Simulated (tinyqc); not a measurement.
# Six-transistor SRAM cell, nodal equations and margins: two studies

Two cross-coupled inverters (pull-down bn, pull-up bp) hold the nodes Q and QB; access transistors (ba, threshold VTn, gate on the word line at Vdd when selected) join them to the bit lines. Transistor (EKV form, voltages against the body): I = 2 n b Vt^2 [F(vp - Vs) - F(vp - Vd)] from drain to source, F(v) = ln^2(1 + exp(v/(2 Vt))), vp = (Vg - VT + sg |Vd - Vs|)/n. n-channel bodies are at 0; for the p-channel device all voltages are counted down from Vdd. b in uA/V^2 gives I in uA. For an access transistor the bit line is the drain and the node the source. In a read both bit lines are at Vdd. The cell is symmetric (no mismatch).

Inputs (values chosen for the exercise):
- T = 350 K (temperature)
- Vdd = 0.9 V (supply voltage)
- n = 1.2 (slope factor)
- sg = 0.069 (drain-induced barrier lowering)
- VTn = 0.44 V (n-channel threshold)
- VTp = 0.37 V (p-channel threshold (magnitude))
- bn = 560 uA/V^2 (gain factor of the pull-down transistor)
- ba = 280 uA/V^2 (gain factor of the access transistor)
- bp = 280 uA/V^2 (gain factor of the pull-up transistor)

Constants: q = 1.602176634e-19 C, kB = 1.380649e-23 J/K, Vt = kB T/q. Results are converted to the units shown.

Each table varies one quantity; the others keep the values above.

## Effect of the gain factor of the access transistor

f(x) is the node voltage of one half-cell for input x: In = Ip in hold, In = Ip + Ia in a read. Static noise margin: side of the largest square between the curve (x, f(x)) and its mirror image (f(y), y); with h(c) the root x of f(x) - x = c, it is the maximum over c > 0 of h(c) - h(-c) + c. Q is the low node in a read and Iread the current of its access transistor. The write trip is the voltage to which the bit line of the high node must fall (the other staying at Vdd) for that state to vanish; higher is easier, and a negative value means that a grounded bit line does not write.

The same in every row: hold margin (mV) = 360.8.

Result of one run:
```
ba (uA/V^2)  read margin (mV)  Q in a read (mV)  Iread (uA)  write trip (mV)
730                     175.7             154.4       32.52            257.2
```

What becomes of these results when the gain factor of the access transistor ba is changed from 730 to 190 uA/V^2, all else the same?

Result of the changed run:
```
ba (uA/V^2)  read margin (mV)  Q in a read (mV)  Iread (uA)  write trip (mV)
190                     246.5             64.55       15.35            21.33
```

The whole series:
```
ba (uA/V^2)  read margin (mV)  Q in a read (mV)  Iread (uA)  write trip (mV)
140                     261.9             50.57       12.24           -62.91
190                     246.5             64.55       15.35            21.33
270                     228.2             83.87       19.46            101.7
380                     210.1             105.8       23.85            165.5
520                     193.4             128.3       28.04            213.8
730                     175.7             154.4       32.52            257.2
```

As ba goes from 140 to 730 uA/V^2, the read margin falls from 262 to 176 mV, the write trip rises from -62.9 to 257 mV and Iread rises from 12.2 to 32.5 uA. The read margin is 0.73 of the hold margin in the first row and 0.49 in the last. Read stability and write ability pull in opposite directions. At ba = 140 uA/V^2 the write trip is negative: the cell cannot be written without assist.

## Effect of the n-channel threshold

Same model as above.

Effect of the n-channel threshold:
```
VTn (V)  hold margin (mV)  read margin (mV)  Q in a read (mV)  Iread (uA)  write trip (mV)
0.2                 284.7             121.8             121.8       43.07            308.6
0.26                311.0             154.1             112.5       36.50            253.2
0.32                334.1             183.2             103.6       30.43            202.9
0.38                351.8             207.5             94.79       24.90            155.1
0.44                360.8             226.3             86.07       19.91            109.1
0.5                 357.1             240.6             77.48       15.48            64.94
```

As VTn goes from 0.2 to 0.5 V, the read margin rises from 122 to 241 mV, the write trip falls from 309 to 64.9 mV and Iread falls from 43.1 to 15.5 uA. The read margin is 0.43 of the hold margin in the first row and 0.67 in the last. Read stability and write ability pull in opposite directions.

Computed by the program tinyqc: `OMP_NUM_THREADS=1 python tinyqc.py 2340123 2340124 out.jsonl`, one thread of a shared Intel Xeon 2.30GHz, about 0.2 s for the whole run.
